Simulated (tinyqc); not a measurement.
Off-state leakage of single and stacked transistors: subthreshold current against the height of the stack.

n-channel devices of unit width. Subthreshold current I(Vg, Vs, Vd) = I0 (T/300 K)^0.5 exp[(Vg - Vs - VT(T) - gb (Vs - Vb) + dd (Vd - Vs))/(nf Vt)] (1 - exp(-(Vd - Vs)/Vt)), VT(T) = VT - cT (T - 300 K). Gate-edge tunnelling Ig (Vd/1 V) exp(ag (Vd - 1 V)), for a gate at 0 V, and band-to-band leakage Ab u exp(-Bb/u), u = Vd - Vb + 1 V, flow at a drain held at V; both are taken as independent of T. In a stack of off transistors (all gates at 0 V) the same subthreshold current passes through each.

All n gates at 0 V, bottom source at 0 V, top drain at V; node voltages follow from equal currents.

Inputs (values chosen for the exercise); values of the order met in bulk silicon logic transistors: temperature T = 378 K; supply voltage V = 1.1 V; threshold at 300 K, zero drain and body bias VT = 0.4 V; fall of the threshold with temperature cT = 0.9 mV/K; current at threshold at 300 K I0 = 0.19 uA/um; slope factor nf = 1.52; drain-induced lowering per volt dd = 0.15; rise of the threshold per volt of source-body bias gb = 0.09; body voltage Vb = 0 V.

Constants: q = 1.602176634e-19 C, kB = 1.380649e-23 J/K, Vt = kB T/q. Results are converted to the units shown.

Results:
columns A: n; B: I (nA/um); C: reduction factor; D: drain voltage of the bottom device (mV); E: source voltage of the top device (mV); F: voltage across the top device (V)
```
A        B      C      D      E       F
1    7.645  1.000   1100      0   1.100
2   0.3822  20.00  119.6  119.6  0.9804
3   0.1873  40.81  31.80  148.1  0.9519
5  0.09337  81.88  12.99  175.9  0.9241
6  0.07475  102.3  10.06  184.8  0.9152
```

Estimate the missing row, n = 4.

Computed row:
columns A: n; B: I (nA/um); C: reduction factor; D: drain voltage of the bottom device (mV); E: source voltage of the top device (mV); F: voltage across the top device (V)
```
A       B      C      D      E       F
4  0.1245  61.41  18.39  164.4  0.9356
```

With this row back in the table: The second transistor cuts the current by a factor of 20.0, the third by a further 2.04 and the sixth by 1.25. The top device keeps 83.2 % of the supply at n = 6, while the drain voltage of the bottom one falls to 0.309 Vt.

Program tinyqc, `OMP_NUM_THREADS=1 python tinyqc.py 2242121 2242122 out.jsonl`; Intel Xeon 2.30GHz, shared host, one thread, about 0.03 s.
